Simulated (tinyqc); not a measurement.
Trench capacitor in an array: capacitance, non-linearity, leakage and relaxation: one step of the calculation.

A film between two metal electrodes, each interface adding a series capacitance ci. The small-signal permittivity is ek (1 + aq E^2); the field is found with the linear permittivity. Leakage J = J0 sinh(E/Ef). After a voltage step the film passes a relaxation current kr C V tt^(-nr), tt being the time in seconds. The sidewall is a coaxial capacitor with radii a = dm/2 - t and b = dm/2, depth AR dm; the end face is left out.

Task. Planar capacitance, field and non-linearity. Planar film: Cf = eps0 ek/t, 1/C = 1/Cf + 2/ci, EOT = 3.9 eps0/C, effective permittivity C t/eps0, E = (V/t) C/Cf; quadratic coefficient [C(V)/C - 1]/V^2 with Cf (1 + aq E^2) in C(V).

Parameters, values chosen for the exercise; permittivity of the order of that of zirconium oxide:

| symbol | value | unit | meaning |
|---|---|---|---|
| ek | 36.7 |  | relative permittivity of the film |
| t | 6 | nm | film thickness |
| ci | 250 | uF/cm^2 | capacitance of each electrode interface (dead layer and screening) |
| aq | 0.016 | cm^2/MV^2 | quadratic field coefficient of the permittivity |
| V | 2 | V | bias |
| J0 | 2.1e-11 | A/cm^2 | leakage prefactor |
| Ef | 0.24 | MV/cm | field for an e-fold rise of the leakage |

Constants: eps0 = 8.8541878128e-14 F/cm where lengths are in cm. Results are converted to the units shown.

Give: Cf; C; EOT; effective permittivity; E; quadratic coefficient; J.

Result.

Cf = 5.416 uF/cm^2
C = 5.191 uF/cm^2
EOT = 0.6652 nm
effective permittivity = 35.18
E = 3.195 MV/cm
quadratic coefficient = 3.887e4 ppm/V^2
J = 6.347e-6 A/cm^2

The interfaces take 4.15 % of the voltage.

Numbers from tinyqc (`OMP_NUM_THREADS=1 python tinyqc.py 2102127 2102128 out.jsonl`; about 0.01 s on one thread of a shared Intel Xeon 2.30GHz).
